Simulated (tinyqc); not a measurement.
Plane-wave Kohn-Sham cycle with exchange-only LDA in a layered model solid, step by step. One step of it, computed by the program tinyqc.

Question. Iteration 2: potential. V_H(G) = 4 pi rho(G)/G^2 for G != 0 (uniform background); v_x = -(3 rho/pi)^(1/3); V = V_ext + V_H + v_x; Fourier components f(G_m) = (1/N) sum_j f(x_j) exp(-i G_m x_j).

A solid whose potential varies along x alone (atomic units):
```
parameter                      value
period a                    7.400000
cross-section of the cell  38.000000
electrons per cell                 2
grid points                       16
plane waves -n..n, n               3
k points                           1
V1 in V1 cos(2 pi x/a)     -0.110000
```

density after iteration 1 (e/bohr^3): [0.01071082, 0.01034831, 0.00937570, 0.00807487, 0.00675655, 0.00564577, 0.00484778, 0.00438055, 0.00422812, 0.00438055, 0.00484778, 0.00564577, 0.00675655, 0.00807487, 0.00937570, 0.01034831]

Give: Potentials on the grid; V(G_m), m = 0, 1, 2, ....

Answer.

Potentials on the grid (hartree):
```
x       V_ext        V_H     v_x       V
0.000  -0.110      0.058  -0.217  -0.269
0.463  -0.102      0.053  -0.215  -0.263
0.925  -0.078      0.040  -0.208  -0.246
1.387  -0.042      0.020  -0.198  -0.219
1.850       0  -1.55e-03  -0.186  -0.188
2.312   0.042     -0.023  -0.175  -0.156
2.775   0.078     -0.040  -0.167  -0.129
3.237   0.102     -0.051  -0.161  -0.110
3.700   0.110     -0.055  -0.159  -0.104
4.162   0.102     -0.051  -0.161  -0.110
4.625   0.078     -0.040  -0.167  -0.129
5.088   0.042     -0.023  -0.175  -0.156
5.550       0  -1.55e-03  -0.186  -0.188
6.013  -0.042      0.020  -0.198  -0.219
6.475  -0.078      0.040  -0.208  -0.246
6.938  -0.102      0.053  -0.215  -0.263
```

V(G_m), m = 0, 1, 2, ... (hartree): [-0.187, -0.041, 0.000, 0.000, 0.000, 0.000, 0.000]
